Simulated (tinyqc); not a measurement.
Formation energy of a charged point defect from supercell energies: one step, computed by the program tinyqc.

The host is a compound AB. Making the defect adds n_A = 1, n_B = 0 atoms to the cell. All total energies are inputs. E_F is counted from the valence-band maximum (VBM); x = 0 is A-rich and x = 1 B-rich growth.

Question. Image-charge corrections. Image-charge correction of a point charge in a neutralising background: E_corr = q^2 alpha e^2/(4 pi eps_0) / (2 eps L), alpha = 2.888462 for a bcc array with L the cube root of the volume.

Inputs (values chosen for the exercise, for a model compound AB): gap E_g = 2.48 eV; dielectric constant eps = 7.44; cell length L = 9.4 angstrom.

Defect: A interstitial. Supercell lattice: bcc.

charge states q: [0, -1, -2]

Constants: e^2/(4 pi eps_0) = 14.39964548 eV angstrom.

Give: E_corr.

Answer.

E_corr (eV): (q=0) 0.0000, (q=-1) 0.2974, (q=-2) 1.1895

Caution: the largest image-charge correction in these energies, q^2 alpha e^2/(8 pi eps_0 eps L) with alpha = 2.888462, exceeds a quarter of the gap; the point-charge term alone is then a rough estimate, usually too large for a charge that is spread out.
